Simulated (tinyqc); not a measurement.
Electron mobility in a silicon inversion layer, empirical terms and Matthiessen rule: two steps of the calculation.

Inversion layer of sheet density Ns on a uniformly doped body, under a high-permittivity gate with an interlayer. The mobility terms are empirical power laws with prefactors chosen for the exercise; adding their inverses (Matthiessen) is itself an approximation.

Parameters, values chosen for the exercise; material values close to those of silicon:

| symbol | value | unit | meaning |
|---|---|---|---|
| T | 300 | K | temperature |
| eps_r | 11.7 |  | relative permittivity of the semiconductor |
| Nb | 6.3e17 | cm^-3 | body doping |
| eta | 0.5 |  | weight of the inversion charge in the effective field |
| Cox | 0.85 | uF/cm^2 | gate capacitance |
| Ap | 431 | cm^2/(V s) | phonon-limited mobility at 1 MV/cm and 300 K |
| As | 944 | cm^2/(V s) | roughness-limited mobility at 1 MV/cm |
| gs | 2 |  | exponent of the roughness term |
| Ac | 3600 | cm^2/(V s) | Coulomb prefactor |
| Nit | 1.5e11 | cm^-2 | charge at the interface |
| Ar | 190 | cm^2/(V s) | remote-phonon mobility without interlayer |
| ti | 0.9 | nm | interlayer thickness |
| lr | 0.8 | nm | decay length of remote phonons |
| WL | 5 |  | ratio W/L |
| Vd | 0.02 | V | drain voltage |
| I | 7.69 | uA | measured linear current |

Constants: q = 1.602176634e-19 C, eps0 = 8.8541878128e-14 F/cm where lengths are in cm. Results are converted to the units shown.

Task 1. Inversion density for the measured current. I = (W/L) q Ns mu Vd. E = q (Ndep + eta Ns)/(eps0 eps_r) in MV/cm. With t = T/(300 K): muC = Ac (Ns/1e12 cm^-2) t/(Nb/1e17 cm^-3 + Nit/1e11 cm^-2), muP = Ap E^(-1/3) t^(-1.75), muS = As E^(-gs), muR = Ar exp(2 ti/lr)/t; 1/mu is the sum of the inverses. Ns(new) = I/((W/L) q mu Vd).

Ns at the start = 2.9e12 cm^-2
Ndep = 2.7296789e12 cm^-2

Give: E; mu; Ns after iteration 1.

Result 1.

E = 0.6464 MV/cm
mu = 266.6 cm^2/(V s)
Ns after iteration 1 = 1.800e12 cm^-2

Task 2. Split C-V extraction. Q(Vg) is the trapezoid sum of Cgc from the first point (where Q is taken as 0); mu_eff = I/((W/L) Q Vd); mu_FE = (dI/dVg)/((W/L) Cox Vd) with a backward difference. Listed from point 4 on.

```
point  Vg (V)  Cgc (uF/cm^2)         I (uA)
0           0   4.2889657e-6  4.3635375e-12
1         0.1   1.3987181e-4   4.6414229e-9
2         0.2   0.0045386158   4.9079151e-6
3         0.3     0.12665492   0.0043393533
4         0.4     0.72334508     0.46386242
5         0.5     0.84546138      2.3883383
6         0.6     0.84986013      4.8835909
7         0.7     0.84999571      7.4755937
8         0.8     0.84999987      10.022055
9         0.9     0.85000000      12.468648
10          1     0.85000000      14.793407
11        1.1           0.85      16.988442
12        1.2           0.85      19.052568
```

Find: Q; mu_eff; mu_FE.

Result 2.

```
point  Q (uC/cm^2)  mu_eff (cm^2/(V s))  mu_FE (cm^2/(V s))
4          0.04930                94.09               54.06
5           0.1277                187.0               226.4
6           0.2125                229.8               293.6
7           0.2975                251.3               304.9
8           0.3825                262.0               299.6
9           0.4675                266.7               287.8
10          0.5525                267.8               273.5
11          0.6375                266.5               258.2
12          0.7225                263.7               242.8
```

At the last point mu_FE is 7.9 % below mu_eff: where the mobility falls with gate voltage the slope of I understates it.

tinyqc, about 0.01 s, one thread, Intel Xeon 2.30GHz (shared host): `OMP_NUM_THREADS=1 python tinyqc.py 2510033 2510034 out.jsonl`
